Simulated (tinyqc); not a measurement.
Transit time and capacitance from two cut-off frequencies.

Inverse problem. 1/(2 pi fT) = tauF + Vt C/JC, C the sum of the junction capacitances per area. Find C, tauF and the limit of fT at high current.

Values chosen for this exercise:

| symbol | value | unit | meaning |
|---|---|---|---|
| T | 300 | K | temperature |

Constants: q = 1.602176634e-19 C, kB = 1.380649e-23 J/K, Vt = kB T/q. Results are converted to the units shown.

JC (mA/um^2): [0.041, 0.38]
fT (GHz): [15.568074, 26.681470]

Answer. The delay is a straight line in 1/JC with slope Vt C and intercept tauF.

C = 7.570 fF/um^2
tauF = 5.450 ps
limit of fT = 29.20 GHz

Numbers from tinyqc (`OMP_NUM_THREADS=1 python tinyqc.py 2320128 2320129 out.jsonl`; about 0.01 s on one thread of a shared Intel Xeon 2.30GHz).
